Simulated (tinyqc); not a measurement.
Comparisons within one model: three-level Kane dispersion of a narrow-gap semiconductor. A value that a table varies takes the place of the one given here.

Zero of energy at Gamma8, c = hbar^2/2m0, P^2 = Ep c. The free-electron term and remote bands are left out, so the heavy holes are flat at E = 0 and the other three bands obey E (E - Eg)(E + Dso) = P^2 k^2 (E + 2 Dso/3). The conduction band is the highest root; its edge is Ec = max(Eg, 0).

Degenerate electrons at T = 0: kF = (3 pi^2 n)^(1/3), 1 cm^-3 = 1e-24 angstrom^-3; EF is the highest root at kF. The momentum (cyclotron, optical) mass is m(E) = hbar^2 k/(dE/dk) = c d(k^2)/dE with d(k^2)/dE = k^2 [1/E + 1/(E - Eg) + 1/(E + Dso) - 1/(E + 2 Dso/3)]; the density of states is k d(k^2)/dE/(2 pi^2).

Edge mass m0* = Eg (Eg + Dso)/(Ep (Eg + 2 Dso/3)).
Constants: hbar^2/2m0 = 3.80998211 eV angstrom^2.

Values chosen for the exercise (near those of InAs; shifted at random, so the results belong to these values and not to a real crystal):
- Eg = 0.42 eV (E(Gamma6) - E(Gamma8))
- Dso = 0.39 eV (spin-orbit splitting)
- Ep = 21 eV (Kane energy)
- k = 0.009 1/angstrom (wave vector)
- n = 2.3e+18 cm^-3 (electron density)

## Filling the band

n from 1e15 to 1e19 cm^-3. The last column is the local power d ln(EF - Ec)/d ln n = kF^2/(1.5 (EF - Ec) d(k^2)/dE).

Results:

| n (cm^-3) | kF (1/angstrom) | EF - Ec (meV) | parabolic (meV) | m(EF) | m(EF)/m0* | power |
|---|---|---|---|---|---|---|
| 1.0e+15 | 0.00309 | 1.5 | 1.5 | 0.0240 | 1.01 | 0.664 |
| 1.0e+16 | 0.00667 | 7.0 | 7.1 | 0.0245 | 1.03 | 0.657 |
| 3.0e+16 | 0.00961 | 14.3 | 14.8 | 0.0253 | 1.06 | 0.647 |
| 1.0e+17 | 0.01436 | 30.9 | 33.0 | 0.0270 | 1.13 | 0.628 |
| 3.0e+17 | 0.02071 | 60.7 | 68.6 | 0.0300 | 1.26 | 0.598 |
| 1.0e+18 | 0.03094 | 121.6 | 153.1 | 0.0361 | 1.51 | 0.554 |
| 3.0e+18 | 0.04462 | 218.1 | 318.4 | 0.0456 | 1.91 | 0.508 |
| 1.0e+19 | 0.06665 | 390.9 | 710.4 | 0.0625 | 2.62 | 0.462 |

The power falls from 0.664 to 0.462: 2/3 marks a parabola, 1/3 a linear band. The parabola is within 10 % up to n = 1.0e+17 cm^-3. The mass has doubled by n = 1.0e+19 cm^-3 and ends at 2.6 times its edge value.

## Closing and inverting the gap

Eg is varied at fixed k, Dso and Ep. Edge mass: Eg (Eg + Dso)/(Ep (Eg + 2 Dso/3)) for Eg > 0, 3 |Eg|/(2 Ep) for Eg < 0. The Gamma6 weight of the conduction state is 1/(1 + P^2 k^2 [(2/3)/E^2 + (1/3)/(E + Dso)^2]).

Results:

| Eg (eV) | m0* | highest root (eV) | middle (eV) | lowest (eV) | E - Ec (meV) | Gamma6 weight |
|---|---|---|---|---|---|---|
| -0.400 | 0.02857 | 0.0107 | -0.3533 | -0.4473 | 10.7 | 0.026 |
| -0.200 | 0.01429 | 0.0201 | -0.2088 | -0.4013 | 20.1 | 0.085 |
| -0.080 | 0.00571 | 0.0382 | -0.1111 | -0.3971 | 38.2 | 0.252 |
| -0.020 | 0.00143 | 0.0586 | -0.0727 | -0.3959 | 58.6 | 0.441 |
| 0.020 | 0.00139 | 0.0792 | -0.0538 | -0.3953 | 59.2 | 0.589 |
| 0.080 | 0.00527 | 0.1202 | -0.0355 | -0.3947 | 40.2 | 0.765 |
| 0.200 | 0.01222 | 0.2229 | -0.0192 | -0.3937 | 22.9 | 0.915 |
| 0.400 | 0.02280 | 0.4131 | -0.0104 | -0.3928 | 13.1 | 0.972 |

The edge mass vanishes with |Eg| from both sides, yet the kinetic energy at this k stays finite, at most 59.2 meV in the table; at Eg = 0 the two-level form, without the split-off band, gives the linear value sqrt(2/3) P k = 65.7 meV. The Gamma6 weight of the conduction state goes smoothly from 0.03 to 0.97 and is 0.44 and 0.59 in the two rows next to Eg = 0: at finite k nothing jumps at the inversion.

## What each parameter does

Edge mass, EF - Ec and m(EF). Each row changes one parameter from the base and keeps the others.

Results:

| case | m0* (m0) | EF - Ec (meV) | m(EF) (m0) |
|---|---|---|---|
| base | 0.02382 | 190.23 | 0.04286 |
| n = 4.6e+18 cm^-3 | 0.02382 | 270.01 | 0.05069 |
| Eg = 0.357 eV | 0.02058 | 205.00 | 0.04124 |
| Dso = 0.4485 eV | 0.02416 | 188.31 | 0.04319 |
| Ep = 24.15 eV | 0.02072 | 211.93 | 0.03913 |

The largest shifts from the base row, up to three for each result and ties (the steps differ in size, so this ranks the rows, not the parameters). m0* (m0): Eg -0.00324, Ep -0.00311, Dso +0.00034; unchanged at the printed digits by n. EF - Ec (meV): n +79.78, Ep +21.69, Eg +14.76. m(EF) (m0): n +0.00783, Ep -0.00373, Eg -0.00162.

(tinyqc, `OMP_NUM_THREADS=1 python tinyqc.py 1080996 1080997 out.jsonl`, Intel(R) Xeon(R) Processor @ 2.30GHz, 1 thread, shared host, about 0.01 s.)
